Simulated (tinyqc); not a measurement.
Gain against electron density: polytypes and stacking faults of a tetrahedral semiconductor in an axial Ising model with couplings up to third neighbours. Computed by tinyqc, a small Python program. Command: `OMP_NUM_THREADS=1 python tinyqc.py 3003575 3003576 out.jsonl polytype walk`. One thread of a shared host (Intel(R) Xeon(R) Processor @ 2.30GHz), about 0.01 s of CPU time with the checks.

Each double layer has s = +1 or -1 for the sense of its stacking step; E per pair of atoms = E0 - sum_n J_n <s_i s_(i+n)>, n = 1, 2, 3. Hexagonality h = (1 - <s_i s_(i+1)>)/2.

Inputs (values chosen for the exercise, for a model crystal):
```
quantity                                    value      unit
J1                                           2.42  meV/pair
J2                                          -4.69  meV/pair
J3                                          -0.25  meV/pair
basal lattice constant a                     3.08  angstrom
binding energy of the fault level E_b        0.18        eV
in-plane mass m                              0.25        m0
effective density of states N_c at 300 K  2.2e+19    1/cm^3
temperature T                                 450         K
```

Host polytype: 4H.

Constants: 1 eV/angstrom^2 = 16.02176634 J/m^2; m_0 = 9.1093837015e-31 kg; hbar = 1.054571817e-34 J s; k_B = 1.380649e-23 J/K; k_B = 8.617333262e-05 eV/K.

Method. Faults in 4H: the sequences single Shockley (31) (+++-), double Shockley (62) (++++++--), Frank-type (32) (+++--) are put between perfect repeats; k_n = (layers x C_n of the host) - sum_i s_i s_(i+n). gamma = sum k_n J_n/A, A = (sqrt 3/2) a^2; 1 meV/angstrom^2 = 16.02177 mJ/m^2. The fault binds electrons in a two-dimensional band E_b below the conduction edge, g2 = m m0/(pi hbar^2) for one valley. With the Fermi level held by the bulk, eta = ln[n/N_c(T)], N_c(T) = N_c (T/300)^1.5, the grand potential falls by g2 (k_B T)^2 F1(x), x = eta + E_b/(k_B T), F1(x) = integral from 0 to infinity of ln(1 + exp(x - t)) dt; sheet density g2 k_B T ln(1 + e^x). Band bending by the trapped charge is left out, so the gain is an upper bound.

fault coefficients k_n:
```
                      J1  J2  J3
single Shockley (31)   0  -4   0
double Shockley (62)  -4  -8   0
Frank-type (32)       -1  -2   3
```

energy of the glide fault, single Shockley (31) = 36.5857 mJ/m^2

At T:
```
n (1/cm^3)        x  sheet density (1/cm^2)  gain (mJ/m^2)  gain/gamma  gain/gamma at T + 200 K
1.00e+14    -8.2678              1.0392e+09     6.4572e-05  1.7649e-06               5.0854e-07
1.00e+15    -5.9652              1.0380e+10     6.4534e-04  1.7639e-05               5.0850e-06
1.00e+16    -3.6626              1.0263e+11     6.4166e-03  1.7539e-04               5.0809e-05
1.00e+17    -1.3600              9.2517e+11     6.0846e-02  1.6631e-03               5.0411e-04
1.00e+18     0.9426              5.1496e+12     4.3579e-01  1.1912e-02               4.6943e-03
5.00e+18     2.5520              1.0639e+13     1.2140e+00  3.3181e-02               1.8777e-02
2.00e+19     3.9383              1.6027e+13     2.3602e+00  6.4512e-02               4.9163e-02
```

For x well below 0 the gain is k_B T times the sheet density and linear in n; for x well above 0 the well fills and the gain grows only about as x^2. It stays below the fault energy in all rows; 200 K more changes it by a factor 0.29 at 1e16.
